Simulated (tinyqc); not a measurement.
Flow curve at three pumping speeds: Berg model of reactive sputtering of a nitride or oxide: poisoning, hysteresis and pumping speed. Computed by tinyqc, a small Python program. Command: `OMP_NUM_THREADS=1 python tinyqc.py 3029141 3029142 out.jsonl berg walk`. One thread of a shared host (Intel(R) Xeon(R) Processor @ 2.30GHz), about 0.05 s of CPU time with the checks.

A diatomic gas reacts with bare metal on the target and on the collecting surfaces; ions remove metal and compound from the target. theta_t and theta_c are the compound fractions.

Inputs (values chosen for the exercise, close to those used for titanium dioxide):
```
quantity,value,unit
ion current density J,34,mA/cm^2
target area A_t,180,cm^2
collecting area A_c,1300,cm^2
metal yield Y_m,0.5,-
compound yield Y_c,0.034,-
sticking coefficient alpha,0.19,-
reactive atoms per metal atom z,2,-
gas mass M,32,u
pumping speed S,74,l/s
gas temperature T,300,K
```

Constants: e = 1.602176634e-19 C; u = 1.6605390666e-27 kg; k_B = 1.380649e-23 J/K.

Method. Ion flux j = J/e; gas flux F = P/sqrt(2 pi M k_B T). Target: (2/z) alpha F (1 - theta_t) = j Y_c theta_t. Sputtered flows F_c = j Y_c theta_t A_t, F_m = j Y_m (1 - theta_t) A_t. Collector: (2/z) alpha F (1 - theta_c) A_c + F_c (1 - theta_c) = F_m theta_c. Gas use Q = alpha F [(1 - theta_t) A_t + (1 - theta_c) A_c] + P S/(k_B T); 1 sccm = 4.4780e17 molecules/s. Rate R = F_m + F_c, given relative to j Y_m A_t. P is a single-valued function of the flow Q only if dQ/dP > 0 everywhere: S must exceed k_B T times the steepest fall of the surface terms with P.

pressure of the steepest fall = 0.0397540 Pa

critical pumping speed = 164.130 l/s

Pressure as the free variable:
```
P (Pa),theta_t,theta_c,relative rate,Q at S_c/4 (sccm),Q at S_c (sccm),Q at 2 S_c (sccm)
0.002,0.12406,0.08176,0.88438,3.128,3.261,3.438
0.004,0.22073,0.16512,0.79428,5.682,5.948,6.302
0.008,0.36164,0.32174,0.66295,9.274,9.805,10.513
0.014,0.49784,0.50908,0.53602,11.948,12.877,14.116
0.024,0.62956,0.70315,0.41325,12.924,14.517,16.641
0.040,0.73908,0.84672,0.31118,12.123,14.777,18.317
0.064,0.81924,0.92658,0.23647,10.761,15.009,20.672
0.099,0.87516,0.96558,0.18435,9.782,16.353,25.113
0.160,0.91890,0.98579,0.14359,9.577,20.196,34.354
0.320,0.95773,0.99624,0.10739,11.642,32.880,61.197
```

What does the comparison show, and why?

At S_c/4 the flow falls with pressure in 4 of the intervals: as the target poisons, less metal arrives to getter the gas. At 2 S_c it rises throughout. Coverages and rate depend on P alone, not on S. The collector converts before the target (theta_c = 0.70 at theta_t = 0.63), since the metal is spread over a larger area and no ions clean it. The rate tends to Y_c/Y_m = 0.068.
